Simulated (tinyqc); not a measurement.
WKB tunnelling through a gate dielectric with a two-band (Franz) dispersion: one step. The integrals by Simpson's rule. Three cases, with inputs chosen for the exercise.

Problem. Weights 1, 4, 2, 4, 2, 4, 2, 4, 1 times a third of the spacing.

Case 1.

kappa (1/angstrom):
```
x (angstrom)    u (eV)  parabolic     Franz
0.00000       2.900000   0.616911  0.508685
2.62500       2.700000   0.595258  0.498735
5.25000       2.500000   0.572788  0.487395
7.87500       2.300000   0.549398  0.474566
10.50000      2.100000   0.524968  0.460123
13.12500      1.900000   0.499345  0.443908
15.75000      1.700000   0.472333  0.425719
18.37500      1.500000   0.443679  0.405290
21.00000      1.300000   0.413043  0.382263
```

Case 2.

kappa (1/angstrom):
```
x (angstrom)    u (eV)  parabolic     Franz
0.00000       1.990000   0.490167  0.377740
1.89524       1.741250   0.458509  0.368135
3.79048       1.492500   0.424497  0.353993
5.68571       1.243750   0.387511  0.334737
7.58095       0.995000   0.346600  0.309415
9.47619       0.746250   0.300165  0.276364
11.37143      0.497500   0.245083  0.232309
13.26667      0.248750   0.173300  0.168844
15.16190      0.000000   0.000000  0.000000
```

Case 3.

kappa (1/angstrom):
```
x (angstrom)    u (eV)  parabolic     Franz
0.00000       1.480000   0.264427  0.227869
4.82609       1.295000   0.247349  0.217721
9.65217       1.110000   0.229000  0.205713
14.47826      0.925000   0.209048  0.191496
19.30435      0.740000   0.186978  0.174532
24.13043      0.555000   0.161928  0.153915
28.95652      0.370000   0.132213  0.127889
33.78261      0.185000   0.093489  0.091973
38.60870      0.000000   0.000000  0.000000
```

Give: integral of kappa dx.

Solution.

Case 1.

integral of kappa dx: parabolic 10.956, Franz 9.561

Case 2.

integral of kappa dx: parabolic 4.928, Franz 4.272

Case 3.

integral of kappa dx: parabolic 6.769, Franz 6.217

Computed by tinyqc, one run a case: `OMP_NUM_THREADS=1 python tinyqc.py N N+1 out.jsonl` with N = 1480954, 1481194, 1481327; one thread of a shared Intel(R) Xeon(R) Processor @ 2.30GHz, about 0.01 s a run at most.
